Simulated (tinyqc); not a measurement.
Grain growth, pinning, strength and diffusional creep of a polycrystal or thin film: one step, computed by the program tinyqc. Command: `OMP_NUM_THREADS=1 python tinyqc.py 3000624 3000625 out.jsonl grain walk`. One thread of a shared host (Intel(R) Xeon(R) Processor @ 2.30GHz), about 0.01 s of CPU time with the checks.

One mean grain size d describes the structure.

Question. Diffusional creep at T_c. Nabarro-Herring rate = 14 sigma Omega D_l/(k_B T d^2), D_l = D0 exp(-Q_l/(k_B T)); Coble rate = 14 pi sigma Omega delta D_b/(k_B T d^3), delta D_b = delta D0b exp(-Q_b/(k_B T)); they are equal at d_x = pi delta D_b/D_l.

Inputs (values chosen for the exercise, for a model solid):
```
quantity                         value        unit
atomic volume Omega              15.85  angstrom^3
anneal temperature T              1793           K
lattice diffusion energy Q_l      4.84          eV
boundary diffusion energy Q_b     4.04          eV
lattice prefactor D0           1.7e-05       m^2/s
boundary prefactor delta D0b   2.8e-15       m^3/s
applied stress sigma                59         MPa
service temperature T_c           1059           K
```

grain size d = 23.36179 nm

Constants: k_B = 1.380649e-23 J/K; k_B = 8.617333262e-05 eV/K.

Give: Nabarro-Herring rate; Coble rate; crossover size d_x; time to 1 % strain.

Answer.

Nabarro-Herring rate = 2.5818e-13 1/s

Coble rate = 3.6683e-11 1/s

crossover size d_x = 3.3194 micrometre

time to 1 % strain = 2.7070e+08 s

Boundary diffusion carries the creep, by a factor 140.
